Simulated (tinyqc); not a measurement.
## One electron in a tunnel-coupled double dot: charge qubit, sensing and quantum capacitance: line shape against detuning

Basis (left, right), H = [[ep/2, tc], [tc, -ep/2]], splitting Om = sqrt(ep^2 + 4 tc^2), ep = al times the gate voltage. In equilibrium the electron is on the right with the chance P_R = [1 + (ep/Om) tanh(Om/2 kB T)]/2.

q^2 al^2 dP_R/d(ep) splits into Cq = q^2 al^2 (2 tc^2/Om^3) tanh(Om/2 kB T) and Ct = q^2 al^2 (ep/Om)^2/(4 kB T cosh^2(Om/2 kB T)); Ct appears only if relaxation is faster than the drive. A resonator of frequency f0, capacitance Cp and quality factor Q shifts by df = -f0 Cq/(2 Cp) and its phase by -2 Q Cq/Cp. A Ct of 0 means below 1e-6 aF.

Values chosen for this exercise: tunnel coupling tc = 24 ueV; electron temperature T = 0.071 K; lever arm of the gate on the detuning al = 0.08 eV/V.

Constants: q = 1.602176634e-19 C, kB = 1.380649e-23 J/K, Vt = kB T/q. Results are converted to the units shown.

Results:
```
ep (ueV)	Om (ueV)	P_R	Cq (aF)	Ct (aF)
0	48.000	0.50000	10.673	0
16.8	50.855	0.66509	8.9769	0.0044891
33.6	58.591	0.78669	5.8719	0.0038214
50.4	69.600	0.86206	3.5035	0.0010081
67.2	82.582	0.90687	2.0974	1.5251e-4
84	96.747	0.93412	1.3045	1.7146e-5
100.8	111.65	0.95143	0.84883	1.6241e-6
117.6	127.02	0.96292	0.57642	0
134.4	142.71	0.97087	0.40639	0
168	174.72	0.98076	0.22146	0
```

Estimate the missing row, ep = 151.2 ueV.

Computed row:
```
ep (ueV)	Om (ueV)	P_R	Cq (aF)	Ct (aF)
151.2	158.64	0.97656	0.29589	0
```

With this row back in the table: Cq falls from 10.7 to 0.221 aF, and Ct goes from 0 through a maximum of 0.00449 (at ep = 16.8 ueV among the rows listed) to 0 aF. Among the rows listed Ct reaches at most 0.0421 % of the peak of Cq, with tc/kB T = 3.9: the line is set by the coupling, and its half width is near 1.53 tc.

Program tinyqc, `OMP_NUM_THREADS=1 python tinyqc.py 2470108 2470109 out.jsonl`; Intel Xeon 2.30GHz, shared host, one thread, about 0.01 s.
